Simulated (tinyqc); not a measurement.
# Bandgap voltage reference from two bipolar transistors, step by step

Computed by the program tinyqc: `OMP_NUM_THREADS=1 python tinyqc.py 2062152 2062153 out.jsonl`, one thread of a shared Intel Xeon 2.30GHz, about 0.02 s for the whole run. Printed values are rounded.

Two transistors of area 1 and N carry the same current I. Is(T) = Is (T/T0)^eta exp[(Vg0 q/kB)(1/T0 - 1/T)], VBE1 = Vt ln(I/Is(T)) + I rb, VBE2 = Vt ln(I/(N Is(T))) + I rb/N. The amplifier forces I R1(T) = VBE1 - VBE2 + Vos, with R(T) = R (1 + tc (T - T0)) for both resistors, and the output is Vref = VBE1 + I R2(T). Base currents and the Early effect are neglected.

Values chosen for this exercise; values of the order met in silicon bipolar transistors:
```
symbol  value   unit                                                   meaning
T0        300      K                                     reference temperature
Vg0     1.168      V                      band-gap voltage extrapolated to 0 K
eta       4.3                   temperature exponent of the saturation current
Is      1e-17      A           saturation current of the unit transistor at T0
N          24                              area ratio of the second transistor
R1        2.8   kohm  resistor across which the difference of VBE falls, at T0
tc          0  ppm/K                 temperature coefficient of both resistors
Vos         0     mV                                   offset of the amplifier
rb        130    ohm                  series resistance of the unit transistor
R2      15.98   kohm                                     output resistor at T0
T         253      K                                               temperature
```

Constants: q = 1.602176634e-19 C, kB = 1.380649e-23 J/K. Results are converted to the units shown.

## Operating point at the reference temperature

Vt = kB T/q; I = (Vt ln N + Vos)/(R1(T) - rb (1 - 1/N)). Evaluate at T = T0.

Vt = 0.02585200 V
I = 30.70888 uA
Is(T) = 1e-17 A
VBE1 = 0.7473144 V
I R2 = 0.4907279 V
Vref = 1.238042 V

## Operating point at another temperature

Vt = kB T/q; I = (Vt ln N + Vos)/(R1(T) - rb (1 - 1/N)).

Vt = 0.02180185 V
I = 25.89782 uA
Is(T) = 1.088151e-21 A
VBE1 = 0.8254809 V
I R2 = 0.4138472 V
Vref = 1.239328 V

From T0 to T, VBE1 changes by 78.2 mV and I R2 by -76.9 mV, which leaves 1.29 mV in Vref.

## Resistor for zero slope at T0, ideal case

With tc = 0, Vos = 0 and rb = 0 the current is proportional to T, dVBE/dT = (VBE - Vg0 - (eta - 1) Vt)/T, and Vref has zero slope at T0 when Vref = Vg0 + (eta - 1) Vt0. Find VBE1, its slope, that Vref, R2/R1 and the curvature d2Vref/dT2 = -(eta - 1) kB/(q T0).

VBE1 = 0.7421456 V
dVBE/dT = -1.703887 mV/K
Vref = 1.253312 V
R2/R1 = 6.221664
curvature = -0.9479067 uV/K^2
